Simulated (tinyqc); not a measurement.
# Changing the growth temperature T_g

Model: self-consistent Fermi level with native defects, at growth and after a quench. Computed by tinyqc, a small Python program. Command: `OMP_NUM_THREADS=1 python tinyqc.py 3024287 3024288 out.jsonl scfermi sweep`. One thread of a shared host (Intel(R) Xeon(R) Processor @ 2.30GHz), about 0.1 s of CPU time with the checks.

Energies are counted from the top of the valence band (VBM); when the gap shrinks with temperature the conduction band moves and the levels stay. The added dopant is taken as fully ionised. D and A draw on one reservoir with opposite signs, as the two vacancies of a compound do.

Inputs (values chosen for the exercise, for a model semiconductor):

| quantity | value | unit |
|---|---|---|
| gap E_g at 300 K | 3.61 | eV |
| slope -dE_g/dT above 300 K | 0.00034 | eV/K |
| electron mass m_e | 0.231 | m_0 |
| valleys M_c | 1 | - |
| hole mass m_h | 0.682 | m_0 |
| E_f of the neutral native donor D | 5.279 | eV |
| E_f of the neutral native acceptor A | 2.742 | eV |
| shift s of the chemical potential | -0.09 | eV |
| site density N_s | 2.5e+22 | cm^-3 |
| dopant density N_X | 2.3e+18 | cm^-3 |
| temperature of use T | 300 | K |

Added shallow dopant: donor.

levels of D above the VBM, most positive state first (eV): 2.19  2.67  2.83

levels of A above the VBM, (0/-1) first (eV): 1.2  1.89  2.06

Constants: m_0 = 9.1093837015e-31 kg; k_B = 1.380649e-23 J/K; h = 6.62607015e-34 J s; k_B = 8.617333262e-05 eV/K.

Method:
- E_f(D, 0) = input + s and E_f(A, 0) = input - s; E_f(q, E_F = 0) follows from the levels, eps(q/q-1) = E_f(q - 1) - E_f(q) at E_F = 0.
- E_g(T) = E_g - slope x max(0, T - 300 K).
- N_c = 2 M_c (2 pi m_e k_B T/h^2)^(3/2) and N_v = 2 (2 pi m_h k_B T/h^2)^(3/2), masses in units of m_0.
- At growth T = T_g.
- n = N_c F_1/2((E_F - E_g)/k_B T), p = N_v F_1/2(-E_F/k_B T).
- F_1/2(eta) = (2/sqrt(pi)) int_0^infinity sqrt(x)/(1 + exp(x - eta)) dx, by the trapezoid rule in t = sqrt(x) with step 0.02 up to t = 12 (for eta < -12 by exp(eta) - exp(2 eta)/2^(3/2)).
- In equilibrium c_q = N_s exp(-(E_f(q, 0) + q E_F)/k_B T).
- Net charge = p - n + sum q c_q + N_X; the log ratio is ln(positive charge/negative charge).
- E_F is the root of the log ratio, by 50 bisections between -0.5 eV and E_g + 0.5 eV.
- After a quench the totals of D and A stay as grown, and each is shared among its charge states with weights exp(-(E_f(q, 0) + q E_F)/k_B T).

One run for each value:

| growth temperature T_g (K) | total D (cm^-3) | total A (cm^-3) | E_F at growth (eV) | E_F after the quench (eV) | n after the quench (cm^-3) | p after the quench (cm^-3) |
|---|---|---|---|---|---|---|
| 800 | 7.4178e-07 | 7.6801e+17 | 2.4218 | 2.1957 | 4.8455e-06 | 1.8389e-18 |
| 1000 | 1.6898e+00 | 7.7425e+17 | 2.3616 | 2.1504 | 8.4150e-07 | 1.0589e-17 |
| 1100 | 3.6358e+02 | 7.8087e+17 | 2.3311 | 2.1337 | 4.4156e-07 | 2.0180e-17 |
| 1300 | 1.5668e+06 | 8.0381e+17 | 2.2688 | 2.1072 | 1.5840e-07 | 5.6254e-17 |
| 1400 | 4.4266e+07 | 8.2088e+17 | 2.2367 | 2.0962 | 1.0319e-07 | 8.6349e-17 |
| 1500 | 8.2988e+08 | 8.4206e+17 | 2.2038 | 2.0859 | 6.9457e-08 | 1.2829e-16 |
| 1600 | 1.1168e+10 | 8.6757e+17 | 2.1698 | 2.0762 | 4.7631e-08 | 1.8708e-16 |

Give the missing row, growth temperature T_g (K) = 910.

Computed row; columns: (1) growth temperature T_g (K); (2) total D (cm^-3); (3) total A (cm^-3); (4) E_F at growth (eV); (5) E_F after the quench (eV); (6) n after the quench (cm^-3); (7) p after the quench (cm^-3):
```
(1)         (2)         (3)     (4)     (5)         (6)         (7)
910  5.0770e-03  7.7049e+17  2.3888  2.1684  1.6855e-06  5.2865e-18
```

Interpolating between the two neighbouring rows (linearly) misses most in total D (cm^-3), by a factor of 180. Over the rows, total D (cm^-3) rises from 7.42e-7 to 1.12e10 (exponent d ln y / d ln x 69 between the first rows and 40 between the last); total A (cm^-3) rises from 7.68e17 to 8.68e17 (exponent d ln y / d ln x 0.025 between the first rows and 0.46 between the last); E_F at growth (eV) falls from 2.42 to 2.17 (exponent d ln y / d ln x -0.11 between the first rows and -0.24 between the last). Lines through ln c against 1/(k_B T_g) give apparent energies of 5.13 eV for D and 0.02 eV for A; they include the movement of E_F with T_g.
